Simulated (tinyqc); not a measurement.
Worked calculation: CCSD on RHF in the 6-311g basis, for H2, spin multiplicity 1. Computed by tinyqc, a small Python program that keeps every step (integrals from PySCF). Settings: charge = 0, multiplicity = 1, basis = 6-311g, method = RHF, energy threshold = 1e-10, iteration cap = 57, orthogonalisation = symmetric, start = core, DIIS depth = 6, amplitude equations = CCSD, DIIS depth for amplitudes = 6, cap on updates = 74. Command: `OMP_NUM_THREADS=1 python tinyqc.py 26828 26829 out.jsonl` (the two numbers bound the seeds that draw the settings). One thread of a shared host (Intel(R) Xeon(R) Processor @ 2.60GHz), about 0.2 s of CPU time with the checks. The early iterations of the SCF are left out here.

## One-electron integrals

Geometry (angstrom):
```
atom       x       y       z
H     0.0000  0.0000  0.0000
H     0.0000  0.0000  0.9100
```

Basis 6-311g: exponents (1/bohr^2) and contraction coefficients of normalised primitives:
```
element  l (shell)  exponent  coefficient
H            s (1)   33.8650       0.0255
H            s (1)    5.0948       0.1904
H            s (1)    1.1588       0.8522
H            s (2)    0.3258       1.0000
H            s (3)    0.1027       1.0000
```

Overlap, kinetic and nuclear-attraction integrals over the contracted functions; the nuclear repulsion is the sum of Za Zb / Rab.

nuclear repulsion = 0.581513 hartree

overlap S, order 1H 1s, 1H 2s, 1H 3s, 2H 1s, 2H 2s, 2H 3s:
```
[[1.0000, 0.7064, 0.3737, 0.1449, 0.3286, 0.2823],
 [0.7064, 1.0000, 0.7890, 0.3286, 0.6177, 0.6262],
 [0.3737, 0.7890, 1.0000, 0.2823, 0.6262, 0.8591],
 [0.1449, 0.3286, 0.2823, 1.0000, 0.7064, 0.3737],
 [0.3286, 0.6177, 0.6262, 0.7064, 1.0000, 0.7890],
 [0.2823, 0.6262, 0.8591, 0.3737, 0.7890, 1.0000]]
```

kinetic energy T (hartree), order 1H 1s, 1H 2s, 1H 3s, 2H 1s, 2H 2s, 2H 3s:
```
[[2.3043, 0.5491, 0.1063, -0.0676, 0.1246, 0.0653],
 [0.5491, 0.4888, 0.1849, 0.1246, 0.2049, 0.1242],
 [0.1063, 0.1849, 0.1541, 0.0653, 0.1242, 0.1190],
 [-0.0676, 0.1246, 0.0653, 2.3043, 0.5491, 0.1063],
 [0.1246, 0.2049, 0.1242, 0.5491, 0.4888, 0.1849],
 [0.0653, 0.1242, 0.1190, 0.1063, 0.1849, 0.1541]]
```

nuclear attraction V (hartree), order 1H 1s, 1H 2s, 1H 3s, 2H 1s, 2H 2s, 2H 3s:
```
[[-2.6925, -1.4704, -0.7310, -0.3287, -0.6958, -0.5615],
 [-1.4704, -1.4636, -0.9905, -0.6958, -0.9680, -0.8223],
 [-0.7310, -0.9905, -0.9358, -0.5615, -0.8223, -0.8363],
 [-0.3287, -0.6958, -0.5615, -2.6925, -1.4704, -0.7310],
 [-0.6958, -0.9680, -0.8223, -1.4704, -1.4636, -0.9905],
 [-0.5615, -0.8223, -0.8363, -0.7310, -0.9905, -0.9358]]
```

core Hamiltonian H = T + V (hartree), order 1H 1s, 1H 2s, 1H 3s, 2H 1s, 2H 2s, 2H 3s:
```
[[-0.3882, -0.9212, -0.6247, -0.3963, -0.5712, -0.4962],
 [-0.9212, -0.9748, -0.8056, -0.5712, -0.7630, -0.6981],
 [-0.6247, -0.8056, -0.7817, -0.4962, -0.6981, -0.7173],
 [-0.3963, -0.5712, -0.4962, -0.3882, -0.9212, -0.6247],
 [-0.5712, -0.7630, -0.6981, -0.9212, -0.9748, -0.8056],
 [-0.4962, -0.6981, -0.7173, -0.6247, -0.8056, -0.7817]]
```

## Two-electron integrals

Functions are numbered as in S; the eight-fold symmetry (ij|kl) = (ji|kl) = (kl|ij) leaves the list below.

Two-electron integrals (ij|kl) in chemists' order, unique and non-zero (hartree):
```
(11|11) 1.3930   (21|11) 0.8230   (21|21) 0.5097   (22|11) 0.8229
(22|21) 0.5430   (22|22) 0.6441   (31|11) 0.4113   (31|21) 0.2578
(31|22) 0.2799   (31|31) 0.1308   (32|11) 0.5437   (32|21) 0.3658
(32|22) 0.4527   (32|31) 0.1898   (32|32) 0.3251   (33|11) 0.4940
(33|21) 0.3401   (33|22) 0.4460   (33|31) 0.1780   (33|32) 0.3318
(33|33) 0.3617   (41|11) 0.1422   (41|21) 0.0918   (41|22) 0.1038
(41|31) 0.0469   (41|32) 0.0713   (41|33) 0.0679   (41|41) 0.0257
(42|11) 0.2276   (42|21) 0.1551   (42|22) 0.1948   (42|31) 0.0808
(42|32) 0.1400   (42|33) 0.1419   (42|41) 0.0484   (42|42) 0.1090
(43|11) 0.1716   (43|21) 0.1184   (43|22) 0.1533   (43|31) 0.0619
(43|32) 0.1121   (43|33) 0.1167   (43|41) 0.0372   (43|42) 0.0890
(43|43) 0.0745   (44|11) 0.5785   (44|21) 0.4044   (44|22) 0.5369
(44|31) 0.2125   (44|32) 0.3956   (44|33) 0.4146   (44|41) 0.1422
(44|42) 0.3651   (44|43) 0.3088   (44|44) 1.3930   (51|11) 0.3651
(51|21) 0.2285   (51|22) 0.2473   (51|31) 0.1159   (51|32) 0.1675
(51|33) 0.1569   (51|41) 0.0484   (51|42) 0.0845   (51|43) 0.0646
(51|44) 0.2276   (51|51) 0.1090   (52|11) 0.4487   (52|21) 0.3006
(52|22) 0.3681   (52|31) 0.1557   (52|32) 0.2628   (52|33) 0.2652
(52|41) 0.0721   (52|42) 0.1495   (52|43) 0.1209   (52|44) 0.4487
(52|51) 0.1495   (52|52) 0.2457   (53|11) 0.3549   (53|21) 0.2428
(53|22) 0.3127   (53|31) 0.1268   (53|32) 0.2297   (53|33) 0.2439
(53|41) 0.0602   (53|42) 0.1347   (53|43) 0.1128   (53|44) 0.4226
(53|51) 0.1221   (53|52) 0.2182   (53|53) 0.2048   (54|11) 0.4044
(54|21) 0.2811   (54|22) 0.3704   (54|31) 0.1475   (54|32) 0.2730
(54|33) 0.2878   (54|41) 0.0918   (54|42) 0.2285   (54|43) 0.1938
(54|44) 0.8230   (54|51) 0.1551   (54|52) 0.3006   (54|53) 0.2848
(54|54) 0.5097   (55|11) 0.5369   (55|21) 0.3704   (55|22) 0.4855
(55|31) 0.1940   (55|32) 0.3596   (55|33) 0.3859   (55|41) 0.1038
(55|42) 0.2473   (55|43) 0.2108   (55|44) 0.8229   (55|51) 0.1948
(55|52) 0.3681   (55|53) 0.3541   (55|54) 0.5430   (55|55) 0.6441
(61|11) 0.3088   (61|21) 0.1938   (61|22) 0.2108   (61|31) 0.0984
(61|32) 0.1431   (61|33) 0.1343   (61|41) 0.0372   (61|42) 0.0646
(61|43) 0.0496   (61|44) 0.1716   (61|51) 0.0890   (61|52) 0.1209
(61|53) 0.0987   (61|54) 0.1184   (61|55) 0.1533   (61|61) 0.0745
(62|11) 0.4226   (62|21) 0.2848   (62|22) 0.3541   (62|31) 0.1479
(62|32) 0.2550   (62|33) 0.2613   (62|41) 0.0602   (62|42) 0.1221
(62|43) 0.0987   (62|44) 0.3549   (62|51) 0.1347   (62|52) 0.2182
(62|53) 0.1937   (62|54) 0.2428   (62|55) 0.3127   (62|61) 0.1128
(62|62) 0.2048   (63|11) 0.4052   (63|21) 0.2796   (63|22) 0.3689
(63|31) 0.1465   (63|32) 0.2756   (63|33) 0.3030   (63|41) 0.0611
(63|42) 0.1337   (63|43) 0.1120   (63|44) 0.4052   (63|51) 0.1337
(63|52) 0.2367   (63|53) 0.2242   (63|54) 0.2796   (63|55) 0.3689
(63|61) 0.1120   (63|62) 0.2242   (63|63) 0.2669   (64|11) 0.2125
(64|21) 0.1475   (64|22) 0.1940   (64|31) 0.0773   (64|32) 0.1430
(64|33) 0.1511   (64|41) 0.0469   (64|42) 0.1159   (64|43) 0.0984
(64|44) 0.4113   (64|51) 0.0808   (64|52) 0.1557   (64|53) 0.1479
(64|54) 0.2578   (64|55) 0.2799   (64|61) 0.0619   (64|62) 0.1268
(64|63) 0.1465   (64|64) 0.1308   (65|11) 0.3956   (65|21) 0.2730
(65|22) 0.3596   (65|31) 0.1430   (65|32) 0.2678   (65|33) 0.2914
(65|41) 0.0713   (65|42) 0.1675   (65|43) 0.1431   (65|44) 0.5437
(65|51) 0.1400   (65|52) 0.2628   (65|53) 0.2550   (65|54) 0.3658
(65|55) 0.4527   (65|61) 0.1121   (65|62) 0.2297   (65|63) 0.2756
(65|64) 0.1898   (65|65) 0.3251   (66|11) 0.4146   (66|21) 0.2878
(66|22) 0.3859   (66|31) 0.1511   (66|32) 0.2914   (66|33) 0.3282
(66|41) 0.0679   (66|42) 0.1569   (66|43) 0.1343   (66|44) 0.4940
(66|51) 0.1419   (66|52) 0.2652   (66|53) 0.2613   (66|54) 0.3401
(66|55) 0.4460   (66|61) 0.1167   (66|62) 0.2439   (66|63) 0.3030
(66|64) 0.1780   (66|65) 0.3318   (66|66) 0.3617
```

## Orthogonalisation

S = U s U^T; symmetric (Loewdin) form X = U s^(-1/2) U^T, so that X^T S X = 1.

eigenvalues of S: [0.0426, 0.1331, 0.2446, 0.7778, 1.0912, 3.7107]

X, order 1H 1s, 1H 2s, 1H 3s, 2H 1s, 2H 2s, 2H 3s:
```
[[1.3762, -0.7550, 0.2150, 0.0378, -0.0095, -0.0392],
 [-0.7550, 2.2574, -1.0836, -0.0095, -0.4598, 0.3064],
 [0.2150, -1.0836, 2.4762, -0.0392, 0.3064, -1.2941],
 [0.0378, -0.0095, -0.0392, 1.3762, -0.7550, 0.2150],
 [-0.0095, -0.4598, 0.3064, -0.7550, 2.2574, -1.0836],
 [-0.0392, 0.3064, -1.2941, 0.2150, -1.0836, 2.4762]]
```

## Iteration 6 (converged): orbitals

converged F (hartree), order 1H 1s, 1H 2s, 1H 3s, 2H 1s, 2H 2s, 2H 3s:
```
[[0.6549, -0.3808, -0.4342, -0.4120, -0.4386, -0.3951],
 [-0.3808, -0.3131, -0.3667, -0.4386, -0.4467, -0.3874],
 [-0.4342, -0.3667, -0.2602, -0.3951, -0.3874, -0.2828],
 [-0.4120, -0.4386, -0.3951, 0.6549, -0.3808, -0.4342],
 [-0.4386, -0.4467, -0.3874, -0.3808, -0.3131, -0.3667],
 [-0.3951, -0.3874, -0.2828, -0.4342, -0.3667, -0.2602]]
```

Diagonalise F' = X^T F X, C = X C', fill 1 alpha and 1 beta electrons from the bottom; D = 2 C_occ C_occ^T. Each column has its largest component positive (the first on a tie).

F' = X^T F X (hartree):
```
[[1.7118, -1.1771, 0.0093, -0.1252, -0.1923, -0.1300],
 [-1.1771, 0.9417, -0.3814, -0.1923, -0.2093, -0.0319],
 [0.0093, -0.3814, 0.1854, -0.1300, -0.0319, -0.1308],
 [-0.1252, -0.1923, -0.1300, 1.7118, -1.1771, 0.0093],
 [-0.1923, -0.2093, -0.0319, -1.1771, 0.9417, -0.3814],
 [-0.1300, -0.0319, -0.1308, 0.0093, -0.3814, 0.1854]]
```

orbital energies (hartree): [-0.5490, 0.1403, 0.3200, 0.5825, 2.5813, 2.6026]

coefficients C, order 1H 1s, 1H 2s, 1H 3s, 2H 1s, 2H 2s, 2H 3s:
```
[[0.1700, 0.0960, -0.0459, -0.0963, -1.0897, -1.1297],
 [0.3053, 0.0405, -0.7850, -1.4516, 1.6813, 1.2249],
 [0.1523, 1.7560, 0.8746, 1.9583, -1.0897, -0.4775],
 [0.1700, -0.0960, -0.0459, 0.0963, 1.0897, -1.1297],
 [0.3053, -0.0405, -0.7850, 1.4516, -1.6813, 1.2249],
 [0.1523, -1.7560, 0.8746, -1.9583, 1.0897, -0.4775]]
```

D after iteration 6, order 1H 1s, 1H 2s, 1H 3s, 2H 1s, 2H 2s, 2H 3s:
```
[[0.0578, 0.1038, 0.0518, 0.0578, 0.1038, 0.0518],
 [0.1038, 0.1865, 0.0930, 0.1038, 0.1865, 0.0930],
 [0.0518, 0.0930, 0.0464, 0.0518, 0.0930, 0.0464],
 [0.0578, 0.1038, 0.0518, 0.0578, 0.1038, 0.0518],
 [0.1038, 0.1865, 0.0930, 0.1038, 0.1865, 0.0930],
 [0.0518, 0.0930, 0.0464, 0.0518, 0.0930, 0.0464]]
```

## Convergence

Stop when the energy changes by less than 1e-10 hartree and every element of the error matrix X^T (F D S - S D F) X is below 3e-06.

Course of the cycle:
```
iteration  E (hartree)     change  largest element of the error matrix
1            -1.072293          -                             9.99e-02
2            -1.110087  -3.78e-02                             1.87e-02
3            -1.111962  -1.87e-03                             2.28e-03
4            -1.111977  -1.57e-05                             5.75e-05
5            -1.111977  -1.98e-08                             2.69e-07
6            -1.111977  -2.85e-13                             1.33e-07
```

PySCF RHF in the same basis = -1.111977 hartree

Converged in 6 iterations.

## Integrals over molecular orbitals

(pq|rs) = sum C_ip C_jq C_kr C_ls (ij|kl), one index at a time.

one-electron integrals over orbitals h = C^T H C (hartree):
```
[[-1.1444, 0.0000, 0.1249, 0.0000, 0.0000, 0.0727],
 [0.0000, -0.5206, 0.0000, 0.2079, 0.0274, 0.0000],
 [0.1249, 0.0000, -0.3437, 0.0000, 0.0000, -0.1501],
 [0.0000, 0.2079, 0.0000, -0.2632, -0.2100, 0.0000],
 [0.0000, 0.0274, 0.0000, -0.2100, 1.4117, 0.0000],
 [0.0727, 0.0000, -0.1501, 0.0000, 0.0000, 1.4596]]
```

Two-electron integrals over orbitals (pq|rs), unique and non-zero (hartree):
```
(11|11) 0.5954    (21|21) 0.0628    (22|11) 0.3619    (22|22) 0.3091
(31|11) -0.1249   (31|22) -0.0337   (31|31) 0.0545    (32|21) 0.0179
(32|32) 0.0330    (33|11) 0.3591    (33|22) 0.2782    (33|31) -0.0383
(33|33) 0.2816    (41|21) -0.0714   (41|32) 0.0023    (41|41) 0.1007
(42|11) -0.1396   (42|22) -0.0544   (42|31) 0.0454    (42|33) -0.0498
(42|42) 0.0615    (43|21) 0.0429    (43|32) 0.0163    (43|41) -0.0478
(43|43) 0.0361    (44|11) 0.4732    (44|22) 0.3327    (44|31) -0.0818
(44|33) 0.3097    (44|42) -0.1033   (44|44) 0.4114    (51|21) -0.0289
(51|32) 0.0180    (51|41) 0.0587    (51|43) -0.0294   (51|51) 0.0817
(52|11) -0.0281   (52|22) 0.0082    (52|31) 0.0234    (52|33) -0.0039
(52|42) 0.0088    (52|44) -0.0161   (52|52) 0.0261    (53|21) 0.0326
(53|32) -0.0051   (53|41) -0.0497   (53|43) 0.0231    (53|51) -0.0443
(53|53) 0.0322    (54|11) 0.1343    (54|22) 0.0340    (54|31) -0.0595
(54|33) 0.0454    (54|42) -0.0501   (54|44) 0.0915    (54|52) -0.0390
(54|54) 0.0872    (55|11) 0.6257    (55|22) 0.3744    (55|31) -0.1463
(55|33) 0.3651    (55|42) -0.1571   (55|44) 0.5081    (55|52) -0.0590
(55|54) 0.1940    (55|55) 0.7569    (61|11) -0.0727   (61|22) -0.0153
(61|31) 0.0428    (61|33) -0.0206   (61|42) 0.0298    (61|44) -0.0561
(61|52) 0.0372    (61|54) -0.0717   (61|55) -0.1445   (61|61) 0.0757
(62|21) -0.0069   (62|32) 0.0053    (62|41) 0.0164    (62|43) -0.0116
(62|51) 0.0327    (62|53) -0.0142   (62|62) 0.0160    (63|11) 0.0965
(63|22) 0.0355    (63|31) -0.0368   (63|33) 0.0339    (63|42) -0.0367
(63|44) 0.0694    (63|52) -0.0175   (63|54) 0.0498    (63|55) 0.1324
(63|61) -0.0405   (63|63) 0.0339    (64|21) 0.0200    (64|32) -0.0186
(64|41) -0.0446   (64|43) 0.0181    (64|51) -0.0621   (64|53) 0.0342
(64|62) -0.0253   (64|64) 0.0521    (65|21) 0.1022    (65|32) -0.0011
(65|41) -0.1445   (65|43) 0.0775    (65|51) -0.1271   (65|53) 0.0900
(65|62) -0.0454   (65|64) 0.0974    (65|65) 0.2769    (66|11) 0.6094
(66|22) 0.3611    (66|31) -0.1363   (66|33) 0.3610    (66|42) -0.1485
(66|44) 0.4886    (66|52) -0.0532   (66|54) 0.1779    (66|55) 0.7137
(66|61) -0.1204   (66|63) 0.1200    (66|66) 0.6866
```

## CCSD: starting amplitudes

t_ij^ab = <ij||ab> / (e_i + e_j - e_a - e_b), whose energy is MP2.

Starting amplitudes (spin orbitals 1a, 1b, ...; amplitudes related by a flip of all spins are not repeated):
```
from      to        t
1a 1b  2a 2b  -0.0455
1a 1b  4a 4b  -0.0445
1a 1b  2a 4b   0.0392
1a 1b  3a 3b  -0.0314
1a 1b  4a 5b  -0.0138
1a 1b  5a 5b  -0.0131
1a 1b  6a 6b  -0.0120
1a 1b  3a 6b  -0.0106
1a 1b  2a 5b   0.0076
```

correlation energy = -0.019588 hartree

## CCSD: amplitude update 1

t_i^a D_i^a and t_ij^ab D_ij^ab are set to the remaining terms of the spin-orbital equations, evaluated with the old amplitudes; for the doubles these are <ij||ab> + 1/2 <ab||ef> t_ij^ef + 1/2 <mn||ij> t_mn^ab + P(ij)P(ab) <mb||ej> t_im^ae + terms in t^2 + terms with t1, D the orbital-energy denominators.

Amplitudes after update 1 (spin orbitals 1a, 1b, ...; amplitudes related by a flip of all spins are not repeated):
```
from      to        t
1a 1b  2a 2b  -0.0644
1a 1b  4a 4b  -0.0596
1a 1b  2a 4b   0.0564
1a 1b  3a 3b  -0.0386
1a 1b  4a 5b  -0.0165
1a 1b  5a 5b  -0.0128
1a 1b  3a 6b  -0.0125
1a 1b  6a 6b  -0.0119
1a 1b  2a 5b   0.0104
1a        6a  -0.0037
1a        3a  -0.0032
```

correlation energy = -0.025753 hartree

## CCSD: amplitude update 2

As before.

Amplitudes after update 2 (spin orbitals 1a, 1b, ...; amplitudes related by a flip of all spins are not repeated):
```
from      to        t
1a 1b  2a 2b  -0.0726
1a 1b  4a 4b  -0.0653
1a 1b  2a 4b   0.0637
1a 1b  3a 3b  -0.0399
1a 1b  4a 5b  -0.0174
1a 1b  3a 6b  -0.0128
1a 1b  5a 5b  -0.0123
1a 1b  2a 5b   0.0119
1a 1b  6a 6b  -0.0116
1a        6a  -0.0050
1a        3a  -0.0050
```

correlation energy = -0.028107 hartree

## CCSD: amplitude update 3

t_i^a D_i^a and t_ij^ab D_ij^ab are set to the remaining terms of the spin-orbital equations, evaluated with the old amplitudes; for the doubles these are <ij||ab> + 1/2 <ab||ef> t_ij^ef + 1/2 <mn||ij> t_mn^ab + P(ij)P(ab) <mb||ej> t_im^ae + terms in t^2 + terms with t1, D the orbital-energy denominators. DIIS then mixes the stored amplitudes.

DIIS coefficients: [-0.7210, 1.7210]

Amplitudes after update 3 (spin orbitals 1a, 1b, ...; amplitudes related by a flip of all spins are not repeated):
```
from      to        t
1a 1b  2a 2b  -0.0788
1a 1b  2a 4b   0.0691
1a 1b  4a 4b  -0.0690
1a 1b  3a 3b  -0.0400
1a 1b  4a 5b  -0.0179
1a 1b  2a 5b   0.0132
1a 1b  3a 6b  -0.0128
1a 1b  5a 5b  -0.0119
1a 1b  6a 6b  -0.0113
1a        3a  -0.0067
1a        6a  -0.0059
```

correlation energy = -0.029732 hartree

## CCSD: convergence

E_corr = 1/4 sum <ij||ab> t_ij^ab + 1/2 sum <ij||ab> t_i^a t_j^b; stop when the norm of the change is below 1e-8.

Course of the amplitude iterations:
```
update  correlation energy (hartree)  norm of the change
0                          -0.019588                   -
1                          -0.025753            7.15e-02
2                          -0.028107            2.96e-02
3                          -0.029732            1.25e-02
4                          -0.029718            7.24e-04
5                          -0.029722            4.00e-05
6                          -0.029721            9.39e-06
7                          -0.029721            3.10e-06
8                          -0.029721            6.41e-08
9                          -0.029721            4.45e-09
```

Converged amplitudes (spin orbitals 1a, 1b, ...; amplitudes related by a flip of all spins are not repeated):
```
from      to        t
1a 1b  2a 2b  -0.0790
1a 1b  2a 4b   0.0692
1a 1b  4a 4b  -0.0690
1a 1b  3a 3b  -0.0396
1a 1b  4a 5b  -0.0179
1a 1b  2a 5b   0.0132
1a 1b  3a 6b  -0.0127
1a 1b  5a 5b  -0.0120
1a 1b  6a 6b  -0.0113
1a        3a  -0.0070
1a        6a  -0.0058
```

CCSD total energy = -1.141699 hartree

T1 diagnostic, norm of the one-spin t1 over sqrt(correlated electrons) = 0.0064

Converged in 9 updates, with DIIS from the third.
